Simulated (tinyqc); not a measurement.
Worked calculation: Hueckel theory of the pi electrons, for the molecule [CH2]c1ccccc1 (SMILES; centres numbered as the heavy atoms are written). One step of it, computed by the program tinyqc.

Task: Energy, charges, bond orders. E = sum n x; q_r = z_r - P_rr; bond order p = P_rs; free valence = sqrt(3) - sum of p over the bonds of the atom.

x values: 2.101003  1.259280  1.000000  0.000000  -1.000000  -1.259280  -2.101003

occupations: 2.000000  2.000000  2.000000  1.000000  0.000000  0.000000  0.000000

charge and bond-order matrix P:
```
           1C         2C         3C         4C         5C         6C         7C
1C   1.000000   0.635034   0.000000  -0.112480   0.000000  -0.112480   0.000000
2C   0.635034   1.000000   0.522554   0.000000  -0.224960   0.000000   0.522554
3C   0.000000   0.522554   1.000000   0.705037   0.000000  -0.294963   0.000000
4C  -0.112480   0.000000   0.705037   1.000000   0.635034   0.000000  -0.294963
5C   0.000000  -0.224960   0.000000   0.635034   1.000000   0.635034   0.000000
6C  -0.112480   0.000000  -0.294963   0.000000   0.635034   1.000000   0.705037
7C   0.000000   0.522554   0.000000  -0.294963   0.000000   0.705037   1.000000
```

Centres:

| centre | z_r, pi electrons of the neutral centre | h |
|---|---|---|
| 1C | 1 | 0.000000 |
| 2C | 1 | 0.000000 |
| 3C | 1 | 0.000000 |
| 4C | 1 | 0.000000 |
| 5C | 1 | 0.000000 |
| 6C | 1 | 0.000000 |
| 7C | 1 | 0.000000 |

Bonds:

| i | j | k |
|---|---|---|
| 1 | 2 | 1 |
| 2 | 3 | 1 |
| 3 | 4 | 1 |
| 4 | 5 | 1 |
| 5 | 6 | 1 |
| 6 | 7 | 1 |
| 7 | 2 | 1 |

Give: pi energy = 7 alpha + this times beta; pi charges; Bond orders and lengths from R = 1.517 - 0.180 p; free valence of the carbons; gap between the highest filled and the next level.

Result:

pi energy = 7 alpha + this times beta = 8.7206

pi charges: 1C 0.0000, 2C 0.0000, 3C 0.0000, 4C 0.0000, 5C 0.0000, 6C 0.0000, 7C 0.0000

Bond orders and lengths from R = 1.517 - 0.180 p (angstrom, C-C alone):

| bond | p | R |
|---|---|---|
| 1-2 | 0.6350 | 1.4027 |
| 2-3 | 0.5226 | 1.4229 |
| 3-4 | 0.7050 | 1.3901 |
| 4-5 | 0.6350 | 1.4027 |
| 5-6 | 0.6350 | 1.4027 |
| 6-7 | 0.7050 | 1.3901 |
| 7-2 | 0.5226 | 1.4229 |

free valence of the carbons: 1C 1.0970, 2C 0.0519, 3C 0.5045, 4C 0.3920, 5C 0.4620, 6C 0.3920, 7C 0.5045

gap between the highest filled and the next level = 1.0000 |beta|
